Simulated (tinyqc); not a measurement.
Carrier lifetime from Shockley-Read-Hall, radiative, Auger and surface recombination. Changing the surface velocity S. Computed by tinyqc, a small Python program. Command: `OMP_NUM_THREADS=1 python tinyqc.py 3020265 3020266 out.jsonl lifetime sweep`. One thread of a shared host (Intel(R) Xeon(R) Processor @ 2.30GHz), about 0.02 s of CPU time with the checks.

Energies are counted from the top of the valence band. Boltzmann statistics, full ionisation, and equal excess densities of electrons and holes.

Inputs (values chosen for the exercise, for a model semiconductor):

| quantity | value | unit |
|---|---|---|
| gap E_g | 2.63 | eV |
| electron mass m_e | 0.204 | m_0 |
| valleys M_c | 1 | - |
| hole mass m_h | 1.03 | m_0 |
| temperature T | 300 | K |
| doping N | 1.4e+18 | cm^-3 |
| trap level E_t | 1.83 | eV |
| trap density N_t | 1.7e+12 | cm^-3 |
| electron cross-section sigma_n | 2.4e-16 | cm^2 |
| hole cross-section sigma_p | 8.8e-14 | cm^2 |
| radiative coefficient B | 1.6e-10 | cm^3/s |
| Auger coefficient C_n | 1.2e-31 | cm^6/s |
| Auger coefficient C_p | 1.2e-31 | cm^6/s |
| excess density dn | 2.5e+12 | cm^-3 |
| generation rate G | 7.1e+23 | cm^-3 s^-1 |
| diffusion coefficient D | 17 | cm^2/s |
| thickness W | 340 | micrometre |

Doping: n-type. Surface term: two equal surfaces.

Constants: m_0 = 9.1093837015e-31 kg; k_B = 1.380649e-23 J/K; h = 6.62607015e-34 J s; k_B = 8.617333262e-05 eV/K.

Method:
- N_c = 2 M_c (2 pi m_e k_B T/h^2)^(3/2) and N_v = 2 (2 pi m_h k_B T/h^2)^(3/2), masses in units of m_0.
- n_i = sqrt(N_c N_v) exp(-E_g/2 k_B T); majority density N/2 + sqrt(N^2/4 + n_i^2), minority density n_i^2 over it.
- v = sqrt(3 k_B T/m) with m_e or m_h; tau_n0 = 1/(sigma_n v_n N_t), tau_p0 = 1/(sigma_p v_p N_t); n1 = N_c exp(-(E_g - E_t)/k_B T), p1 = N_v exp(-E_t/k_B T).
- The slowest diffusion mode has x tan x = S W/(2 D) with 0 < x < pi/2 (bisection), and tau_s = W^2/(4 x^2 D). The common approximation is W/(2 S) + W^2/(pi^2 D).
- With n = n_0 + dn, p = p_0 + dn and U/dn = 1/tau: (n p - n_i^2)/dn = n_0 + p_0 + dn = s; 1/tau_SRH = s/[tau_p0 (n + n1) + tau_n0 (p + p1)]; 1/tau_rad = B s; 1/tau_Aug = (C_n n + C_p p) s; the rates add, with 1/tau_s.
- Radiative efficiency = tau_eff/tau_rad; effective diffusion length = sqrt(D tau_eff).
- dn solves dn/tau_eff(dn) = G (60 bisections in ln dn between 1e-2 and 1e22 cm^-3); the splitting of the quasi-Fermi levels is k_B T ln(n p/n_i^2).

One run for each value:

| surface velocity S (cm/s) | tau_s (s) | effective lifetime at dn (s) | quasi-Fermi splitting under G (eV) | x |
|---|---|---|---|---|
| 1.00e+00 | 1.7006e-02 | 4.4256e-09 | 2.3836 | 0.0316 |
| 1.00e+01 | 1.7057e-03 | 4.4256e-09 | 2.3836 | 0.0998 |
| 1.00e+02 | 1.7570e-04 | 4.4255e-09 | 2.3836 | 0.3111 |
| 1.00e+03 | 2.2968e-05 | 4.4248e-09 | 2.3836 | 0.8603 |
| 1.00e+04 | 8.3265e-06 | 4.4233e-09 | 2.3836 | 1.4289 |
| 1.00e+05 | 7.0283e-06 | 4.4228e-09 | 2.3836 | 1.5552 |
| 1.00e+06 | 6.9036e-06 | 4.4228e-09 | 2.3836 | 1.5692 |
| 1.00e+07 | 6.8912e-06 | 4.4228e-09 | 2.3836 | 1.5706 |

Over the rows, tau_s (s) falls from 0.0170 to 6.89e-6 (exponent d ln y / d ln x -1.00 between the first rows and -7.8e-4 between the last); effective lifetime at dn (s) falls from 4.4256e-9 to 4.4228e-9; quasi-Fermi splitting under G (eV) falls from 2.383644 to 2.383628. tau_s goes from W/2S at small S to the diffusion limit W^2/(pi^2 D) = 6.89e-6 s. The effective lifetime hardly moves, because bulk recombination is faster than either.

Caution (all rows): the doping is near the effective density of states, where Boltzmann statistics fail and the gap narrows. Caution (rows 10000, 100000, 1.00e6, 1.00e7): the layer is thicker than two bulk diffusion lengths: adding 1/tau_s describes the late decay, and understates the surface loss in a steady state.

Extremes, crossings and ranges named in words are read from the listed rows.
